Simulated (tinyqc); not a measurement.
# Input admittance of a MOSFET at zero drain bias: distributed channel and distributed gate: two studies

Source and drain grounded, strong inversion, w = 2 pi f, Cox = eps0 eox/tox. The channel is an RC line of resistance 1/(mu Cox Vo) per square fed from both ends, so one finger has the intrinsic admittance y = i w Cox L tanh(g)/g per width, g = (1/2) sqrt(i w tau), tau = L^2/(mu Vo). The vertical resistance rv/L is in series with y, the overlaps 2 i w Cov in parallel: y_t = 1/(1/y + rv/L) + 2 i w Cov. The gate strip is a line of Rsh/L per length loaded by y_t, so a finger has Y = y_t Wf tanh(k)/k, k = (Wf/sd) sqrt(y_t Rsh/L); the device has Nf Y.

Values chosen for this exercise; values of the order met in silicon radio-frequency transistors:
```
symbol,value,unit,meaning
eox,21.6,,relative permittivity of the gate insulator (close to hafnium oxide)
tox,6.6,nm,insulator thickness
L,1.9,um,channel length
Wf,4.2,um,finger width
Nf,16,,number of fingers
mu,160,cm^2/(V s),channel mobility
Vo,0.47,V,gate overdrive
Rsh,3.8,ohm/square,sheet resistance of the gate
rv,5.5,ohm um^2,vertical resistivity of the gate stack
sd,1,,number of ends at which a finger is contacted
Cov,0.17,fF/um,overlap and fringe capacitance on each side
f,1.1,GHz,frequency
```

Constants: eps0 = 8.8541878128e-14 F/cm where lengths are in cm. Results are converted to the units shown.

Each table varies one quantity; the others keep the values above.

## Input impedance against frequency

Low-frequency limits, with c = Cox L and ct = c + 2 Cov: R_strip = Rsh Wf/(3 sd^2 L Nf), R_ch = (c/ct)^2 L/(12 mu Cox Vo Wf Nf), R_vert = (c/ct)^2 rv/(L Wf Nf), C = ct Wf Nf. Z = 1/(Nf Y) = R + 1/(i w C), Q = |Im Z|/R, far-point signal |1/cosh k|.

The same in every row: low-frequency R (ohm) = 10.90.

Result of one run:

| f (GHz) | w tau | \|k\| | R (ohm) | C (fF) | Q | signal at the far point |
|---|---|---|---|---|---|---|
| 0.6 | 1.810 | 0.08517 | 10.88 | 3705 | 6.578 | 0.9995 |

What becomes of these results when the frequency f is changed from 0.6 to 0.03 GHz, all else the same?

Result of the changed run:

| f (GHz) | w tau | \|k\| | R (ohm) | C (fF) | Q | signal at the far point |
|---|---|---|---|---|---|---|
| 0.03 | 0.09049 | 0.01919 | 10.90 | 3723 | 130.8 | 1.000 |

The whole series:

| f (GHz) | w tau | \|k\| | R (ohm) | C (fF) | Q | signal at the far point |
|---|---|---|---|---|---|---|
| 0.01 | 0.03016 | 0.01108 | 10.90 | 3723 | 392.3 | 1.000 |
| 0.03 | 0.09049 | 0.01919 | 10.90 | 3723 | 130.8 | 1.000 |
| 0.08 | 0.2413 | 0.03134 | 10.90 | 3722 | 49.04 | 1.000 |
| 0.2 | 0.6033 | 0.04951 | 10.90 | 3721 | 19.63 | 0.9999 |
| 0.6 | 1.810 | 0.08517 | 10.88 | 3705 | 6.578 | 0.9995 |
| 2 | 6.033 | 0.1454 | 10.74 | 3543 | 2.091 | 0.9955 |
| 4 | 12.07 | 0.1797 | 10.31 | 3127 | 1.234 | 0.9900 |
| 10 | 30.16 | 0.2150 | 8.356 | 2019 | 0.9436 | 0.9835 |
| 30 | 90.49 | 0.2794 | 4.847 | 1097 | 0.9978 | 0.9732 |

R falls from 10.9 to 4.85 ohm and C falls from 3720 to 1100 fF. Q goes as f^(-1.00) between the first two rows and f^(0.05) between the last two, where w tau = 90.5 and |k| = 0.279. The low-frequency limits hold both R and C within 5 % up to f = 2 GHz among the rows.

## Effect of the gate overdrive

Same model as above.

Results:

| Vo (V) | w tau | \|k\| | R (ohm) | low-frequency R (ohm) | C (fF) | Q | signal at the far point |
|---|---|---|---|---|---|---|---|
| 0.2 | 7.797 | 0.1038 | 24.71 | 25.32 | 3436 | 1.704 | 0.9973 |
| 0.35 | 4.455 | 0.1112 | 14.44 | 14.56 | 3622 | 2.766 | 0.9979 |
| 0.5 | 3.119 | 0.1136 | 10.22 | 10.26 | 3672 | 3.857 | 0.9984 |
| 0.65 | 2.399 | 0.1146 | 7.922 | 7.940 | 3693 | 4.946 | 0.9987 |
| 0.95 | 1.641 | 0.1155 | 5.496 | 5.501 | 3708 | 7.099 | 0.9991 |
| 1.1 | 1.418 | 0.1157 | 4.777 | 4.781 | 3712 | 8.159 | 0.9992 |
| 1.25 | 1.248 | 0.1158 | 4.231 | 4.233 | 3714 | 9.207 | 0.9993 |

Estimate the missing row, Vo = 0.8 V.

Computed row:

| Vo (V) | w tau | \|k\| | R (ohm) | low-frequency R (ohm) | C (fF) | Q | signal at the far point |
|---|---|---|---|---|---|---|---|
| 0.8 | 1.949 | 0.1152 | 6.482 | 6.492 | 3703 | 6.028 | 0.9989 |

With this row back in the table: As Vo goes from 0.2 to 1.25, R falls from 24.7 to 4.23 ohm, C rises from 3440 to 3710 fF and Q rises from 1.70 to 9.21. Only the channel term depends on Vo.

Computed by the program tinyqc: `OMP_NUM_THREADS=1 python tinyqc.py 2262219 2262220 out.jsonl`, one thread of a shared Intel Xeon 2.30GHz, about 0.01 s for the whole run.
